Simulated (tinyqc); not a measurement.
## Voltage acceleration of oxide breakdown, four models on the same data: effect of the use temperature

Field E = V/tox in MV/cm. Models: ln(t63/1 s) = a - c X with X = E (E model), -1/E (1/E model), ln V (power law, c the exponent n) or sqrt(E).

With a and c fitted to the stress data, the voltage for ten years solves a - c X + ln(temperature factor times ks) = ln 3.15576e8; temperature factor exp[(Ea q/kB)(1/Tu - 1/Ts)].

Inputs (values chosen for the exercise):
```
symbol   value  unit                         meaning
tox        5.9    nm                 oxide thickness
Ts         423     K              stress temperature
Ea        0.67    eV               activation energy
ks      6.9e-6        factor for area and percentile
```

Constants: q = 1.602176634e-19 C, kB = 1.380649e-23 J/K. Results are converted to the units shown.

```
model	c	a
E	2.40637	35.4835
1/E	341.234	-22.2122
power	28.7995	62.7830
sqrt E	16.6705	64.2590
```

Results:
```
Tu (K)	temperature factor	V for ten years, E (V)	V for ten years, 1/E (V)	V for ten years, power (V)	V for ten years, sqrt E (V)
273	2.433e4	3.464	4.621	4.214	3.908
328	205.1	2.293	4.165	3.570	3.086
358	28.14	1.806	4.000	3.332	2.773
378	8.919	1.524	3.911	3.202	2.600
398	3.173	1.271	3.834	3.089	2.448
423	1.000	0.9880	3.751	2.968	2.285
```

Estimate the missing row, Tu = 298 K.

Computed row:
```
Tu (K)	temperature factor	V for ten years, E (V)	V for ten years, 1/E (V)	V for ten years, power (V)	V for ten years, sqrt E (V)
298	2231	2.878	4.381	3.879	3.485
```

With this row back in the table: The temperature factor falls from 24300 to 1.00, and the allowed voltage by 71.5 % in the E model and 18.8 % in the 1/E model: the steeper a model is near use conditions, the less voltage a given factor in time costs.

Range of the model: All four laws are empirical fits; none is established far below the stress range.

Numbers from tinyqc (`OMP_NUM_THREADS=1 python tinyqc.py 2070160 2070161 out.jsonl`; about 0.01 s on one thread of a shared Intel Xeon 2.30GHz).
